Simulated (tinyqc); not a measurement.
Limits against temperature: thermal and gravitational stress in a wafer during furnace and rapid thermal processing, and the onset of slip. Computed by tinyqc, a small Python program. Command: `OMP_NUM_THREADS=1 python tinyqc.py 3001137 3001138 out.jsonl slip walk`. One thread of a shared host (Intel(R) Xeon(R) Processor @ 2.30GHz), about 0.01 s of CPU time with the checks.

A thin free disc in plane stress, isotropic; T(r) = T_centre + dT (r/R)^n with n = 2. Stress is positive in tension; sigma_SB = 5.670374419e-8 W/(m^2 K^4), g = 9.80665 m/s^2.

Inputs (values chosen for the exercise, modelled on silicon):

| quantity | value | unit |
|---|---|---|
| wafer radius R | 225 | mm |
| thickness t | 925 | micrometre |
| Young's modulus E | 155 | GPa |
| expansion alpha | 4.11 | 1e-6/K |
| prefactor A of the critical stress | 0.00034 | MPa |
| energy U of the critical stress | 1.02 | eV |
| density rho | 2330 | kg/m^3 |
| heat capacity c | 955 | J/(kg K) |
| conductivity k | 26.5 | W/(m K) |
| wafer spacing s | 8.7 | mm |

Constants: k_B = 8.617333262e-05 eV/K.

Method. Critical resolved stress tau_c = A exp(U/(k_B T)), a form chosen for the exercise; slip when 0.492799 |s_tt(R)| > tau_c; allowed |dT| = tau_c (n + 2)/(0.492799 n alpha E). In a stack heated from the rim, heat flows inward by conduction and by radiation between wafers: k_eff = k + (16/3) sigma_SB T^3 s^2/t (a diffusion estimate with the spacing as path length). A steady ramp gives the parabolic lag dT = rho c (ramp) R^2/(4 k_eff); the allowed ramp uses n = 2.

For the parabolic profile:

| T (K) | tau_c (MPa) | allowed \|dT\| (K) | k_eff (W/(m K)) | allowed ramp (K/min) |
|---|---|---|---|---|
| 1050 | 26.746 | 170.39 | 55.15 | 20.020 |
| 1125 | 12.615 | 80.36 | 61.73 | 10.570 |
| 1200 | 6.536 | 41.64 | 69.26 | 6.144 |
| 1275 | 3.658 | 23.31 | 77.79 | 3.863 |
| 1350 | 2.184 | 13.92 | 87.38 | 2.591 |
| 1425 | 1.377 | 8.77 | 98.11 | 1.833 |
| 1500 | 0.909 | 5.79 | 110.02 | 1.357 |

What follows from these numbers?

From 1050 to 1500 K the allowed difference falls 29 times and the allowed ramp 15 times; radiation, which grows as T^3, gives back a factor 2.00. Ramps must slow as the wafer gets hotter.
